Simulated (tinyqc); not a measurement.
Three voltage laws: time-dependent dielectric breakdown: cell percolation, Weibull statistics, area scaling and voltage extrapolation. Computed by tinyqc, a small Python program. Command: `OMP_NUM_THREADS=1 python tinyqc.py 3005704 3005705 out.jsonl tddb walk`. One thread of a shared host (Intel(R) Xeon(R) Processor @ 2.30GHz), about 0.01 s of CPU time with the checks.

The oxide is divided into columns of area a^2, each holding m = t_ox/a cells (m is taken as continuous). A share lambda(t) = (t/t_1)^alpha of the cells is defective, and a column whose cells are all defective breaks down.

Inputs (values chosen for the exercise, for a model gate oxide):
```
quantity                                                   value  unit
oxide thickness t_ox                                         2.5    nm
defect cell size a                                           1.5    nm
exponent alpha of defect growth                              0.9     -
time t_1 at which the occupied share would reach 1       3.2e+10     s
test area A                                                 4000  um^2
product area A_u                                          600000  um^2
stress voltage V                                            3.66     V
use voltage V_u                                              1.8     V
local exponent n = -d ln t/d ln V at the stress voltage       44     -
activation energy E_a                                       0.77    eV
stress temperature T                                         150     C
use temperature T_u                                           55     C
allowed failure fraction F                                  0.01     -
```

Voltage law used: E.

Constants: k_B = 8.617333262e-05 eV/K.

Method:
- Failure fraction F = 1 - (1 - lambda^m)^N with N = A/a^2 columns, which for small lambda^m is 1 - exp(-(t/t63)^beta) with beta = alpha m and t63 = t_1 N^(-1/beta); critical share lambda(t63) = N^(-1/m). 1 um^2 = 1e6 nm^2.
- All three voltage laws share the slope n at the stress voltage. Factor t(V_u)/t(V): E law exp(n (1 - V_u/V)); 1/E law exp(n (V/V_u - 1)); power law (V/V_u)^n.
- Temperatures in kelvin are T(C) + 273.15.
- Temperature factor exp[(E_a/k_B)(1/T_u - 1/T)]; area factor (A/A_u)^(1/beta); percentile factor (-ln(1 - F))^(1/beta); life = t63 x all four; 1 year = 3.15576e7 s.
- Life = t63 x voltage, temperature, area and percentile factors, the last three as above.

projected life = 2.64807e+06 years

voltage factor = 5.14173e+09

Log10 of the life in years:
```
V_u/V  V_u (V)    E law  1/E law  power law
1.00     3.660  -3.2882   -3.288     -3.288
0.95     3.477  -2.3327   -2.282     -2.308
0.90     3.294  -1.3773   -1.165     -1.275
0.80     2.928   0.5336    1.489      0.976
0.70     2.562   2.4445    4.901      3.528
0.60     2.196   4.3554    9.451      6.473
0.50     1.830   6.2663   15.821      9.957
0.40     1.464   8.1772   25.375     14.221
```

What follows from these numbers?

At V_u/V = 0.9 the laws differ by 0.21 decades at most, and at 0.5 by 9.6. The E law is the most cautious and the 1/E law the most hopeful. Ten years are reached at V_u/V = 0.776 (E), 0.817 (1/E), 0.799 (power). Caution: t_1 is an input here; in a real oxide it changes with thickness at fixed voltage. Caution: a voltage factor of more than nine decades rests wholly on the chosen law and cannot be tested. Caution: the rows at low voltage extrapolate over many decades and cannot be tested.
